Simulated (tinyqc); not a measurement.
Electron-beam lithography: double-Gaussian proximity function, edge placement and dose correction for parallel lines. Inputs raised by 10 %, one at a time. Computed by tinyqc, a small Python program. Command: `OMP_NUM_THREADS=1 python tinyqc.py 3112169 3112170 out.jsonl proximity sens`. One thread of a shared host (Intel(R) Xeon(R) Processor @ 2.30GHz), about 0.02 s of CPU time with the checks.

Lines are infinitely long. Absorbed energy is counted so that the middle of a very large area written at dose 1 receives 1; the resist develops where it exceeds 1/2.

Inputs (values chosen for the exercise, of the order of those for 50 keV electrons in resist on silicon):

| quantity | value | unit |
|---|---|---|
| forward range alpha | 0.014 | micrometre |
| backscatter range beta | 9.6 | micrometre |
| backscatter ratio eta | 0.83 | - |
| base dose D0 | 96 | microcoulomb/cm^2 |
| beam current | 20 | nA |
| pixel size | 4 | nm |
| width of the test line | 0.045 | micrometre |
| pattern density around the test line | 0.54 | - |

line widths (micrometre): 1.8  0.032  0.11  1.4  2

gaps between the lines (micrometre): 0.1  8.1  0.12  0.72

Constants: e = 1.602176634e-19 C.

Method:
- The first line starts at x = 0; each next one starts after the width and the gap.
- f(r) = [exp(-r^2/alpha^2)/alpha^2 + eta exp(-r^2/beta^2)/beta^2]/(pi (1 + eta)). A line from a to b at dose d gives E(x) = d [S(alpha) + eta S(beta)]/(1 + eta), S(s) = [erf((b - x)/s) - erf((a - x)/s)]/2.
- M_ij is the mean of E at the two edges of line i from line j at dose 1.
- Uncorrected edge energies are M 1. Solve M d = 1/2 for the doses d that put the mean edge energy of every line at the threshold.
- A test line of width w << beta in surroundings of density rho, all at dose d: near its edge E(x) = d [S + eta rho]/(1 + eta), S = [erf((b - x)/alpha) - erf((a - x)/alpha)]/2 for edges a and b, the second term being the background energy. Dose to size d_s = (1 + eta)/(erf(w/alpha) + 2 eta rho), dose = d_s D0; edge slope d [1 - exp(-w^2/alpha^2)]/(sqrt(pi) alpha (1 + eta)); width change per 1 % of dose = 2 x 0.01 x (1/2)/slope.
- With dose = d_s D0: electrons per pixel N = dose x pixel area/e; relative noise 1/sqrt(N); time per cm^2 of pattern area = dose x density/current; pixel rate = current/(dose x pixel area).

Runs:

| input moved | from | to | dose to size d_s | width change per 1 % of dose (nm) | largest over smallest dose | writing time per cm^2 (h) |
|---|---|---|---|---|---|---|
| base run | - | - | 0.9650 | 0.4706 | 1.119 | 0.6948 |
| forward range alpha (micrometre) | 0.014 | 0.0154 | 0.9650 | 0.5177 | 1.119 | 0.6948 |
| backscatter range beta (micrometre) | 9.6 | 10.56 | 0.9650 | 0.4706 | 1.105 | 0.6948 |
| backscatter ratio eta | 0.83 | 0.913 | 0.9632 | 0.4928 | 1.130 | 0.6935 |
| width of the test line (micrometre) | 0.045 | 0.0495 | 0.9650 | 0.4706 | 1.119 | 0.6948 |
| pattern density around the test line | 0.54 | 0.594 | 0.9214 | 0.4928 | 1.119 | 0.7298 |
| base dose D0 (microcoulomb/cm^2) | 96 | 105.6 | 0.9650 | 0.4706 | 1.119 | 0.7643 |
| beam current (nA) | 20 | 22 | 0.9650 | 0.4706 | 1.119 | 0.6316 |

Exponents ln(y'/y) / ln(x'/x):

| input | dose to size d_s | width change per 1 % of dose | largest over smallest dose | writing time per cm^2 |
|---|---|---|---|---|
| forward range alpha | 0.000 | 1.002 | 0.000 | 0.000 |
| backscatter range beta | 0.000 | 0.000 | -0.137 | 0.000 |
| backscatter ratio eta | -0.019 | 0.485 | 0.104 | -0.019 |
| width of the test line | 0.000 | 0.000 | 0.000 | 0.000 |
| pattern density around the test line | -0.485 | 0.485 | 0.000 | 0.515 |
| base dose D0 | 0.000 | 0.000 | 0.000 | 1.000 |
| beam current | 0.000 | 0.000 | 0.000 | -1.000 |

To which inputs is each result most sensitive?

Among the inputs moved here: dose to size d_s answers most in size to pattern density around the test line (exponent -0.485), next to backscatter ratio eta (-0.019); its exponent is below 0.0005 for forward range alpha, backscatter range beta, width of the test line, base dose D0, beam current. Width change per 1 % of dose answers most in size to forward range alpha (exponent +1.002), next to backscatter ratio eta (+0.485); its exponent is below 0.0005 for backscatter range beta, width of the test line, base dose D0, beam current. Its exponent +1.002 in forward range alpha: the edge slope goes as 1/alpha. Largest over smallest dose answers most in size to backscatter range beta (exponent -0.137), next to backscatter ratio eta (+0.104); its exponent is below 0.0005 for forward range alpha, width of the test line, pattern density around the test line, base dose D0, beam current. Writing time per cm^2 answers most in size to beam current (exponent -1.000), and about equally to base dose D0 (+1.000); its exponent is below 0.0005 for forward range alpha, backscatter range beta, width of the test line.

Extremes, crossings and ranges named in words are read from the listed rows.
